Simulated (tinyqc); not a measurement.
## Index ratio and exit index from two stacks

Problem. A quarter-wave stack has T0 = 4 y/(1 + y)^2 with y = (ns/n0)(nL/nH)^(2 N), and y < 1 here. Find nH/nL and ns/n0.

T0 for N = 18 and 20 pairs (%): [5.027316910, 3.130032325]

Answer. sqrt(1 - T0) = |1 - y|/(1 + y) gives y for each stack; two more pairs multiply y by (nL/nH)^4.

nH/nL = 1.13
ns/n0 = 1.00

tinyqc, about 0.01 s, one thread, Intel Xeon 2.30GHz (shared host): `OMP_NUM_THREADS=1 python tinyqc.py 2650134 2650135 out.jsonl`
